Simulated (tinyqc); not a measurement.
# Read current of a NAND string, cells in series solved by shooting, step by step

Computed by the program tinyqc: `OMP_NUM_THREADS=1 python tinyqc.py 2142206 2142207 out.jsonl`, one thread of a shared Intel Xeon 2.30GHz, about 0.5 s for the whole run. Printed values are rounded.

Cells in series, numbered from 0 at the source line (0 V) to the bit line, each followed by a gap resistance Rg. A cell with gate Vg, threshold VT, source Vs and drain Vd passes I = 2 nf K Vt^2 [F(Vs) - F(Vd)]/(1 + th max(Vg - VT, 0)), F(V) = ln^2(1 + exp((Vg - VT - nf V)/(2 nf Vt))). The selected cell has Vg = Vr, the others Vg = Vp.

Inputs (values chosen for the exercise); values of the order met in vertical NAND strings: temperature T = 358 K; gain factor of a cell K = 25 uA/V^2; slope factor nf = 1.6; mobility reduction factor th = 0.09 1/V; resistance of the gap between cells Rg = 28 kohm; bit-line voltage Vbl = 0.5 V; pass voltage Vp = 5.7 V; read voltage on the selected word line Vr = 1.8 V.

Constants: q = 1.602176634e-19 C, kB = 1.380649e-23 J/K, Vt = kB T/q. Results are converted to the units shown.

## Step 1: node voltages for a trial current

first trial current = 0.85 uA
thresholds from the source end, cell 0 to 5 (V): -2.3  -2.3  3.4  -2.3  0.5  3.4

For a trial current I start at 0 V and, cell by cell (the selected one is cell 4), solve for the drain: sqrt(F(Vd)) = sqrt(F(Vs) - I/k), k = 2 nf K Vt^2/(1 + th max(Vg - VT, 0)), Vd = [Vg - VT - 2 nf Vt ln(exp(sqrt F) - 1)]/nf, then add I Rg.

node voltage after each cell and gap, trial 1, cell 0 to 5 (V): 0.03111535  0.06227658  0.1048554  0.1361277  0.1959829  0.2406169

## Step 2: node voltages for a trial current

second trial current = 1.5 uA

As before.

node voltage after each cell and gap, trial 2, cell 0 to 5 (V): 0.05491668  0.1099772  0.1865221  0.2419407  0.3628205  0.4477970

## Course of the secant iteration

Secant steps on the end voltage less Vbl, from the two trials; a trial above the saturation current of a cell has no solution and is moved halfway to the previous trial. Stop below 1e-9 V.

Course of the iteration:
```
iteration    I (uA)  end voltage - Vbl (V)  halvings
1          1.663780                5.60e-3         0
2          1.647911               -1.39e-4         0
3          1.648297               -3.83e-7         0
4          1.648298               2.62e-11         0
```

Converged in 4 iterations to I = 1.6483 uA. The selected cell takes 18.4 % of the bit-line voltage and the gaps together 55.4 %.
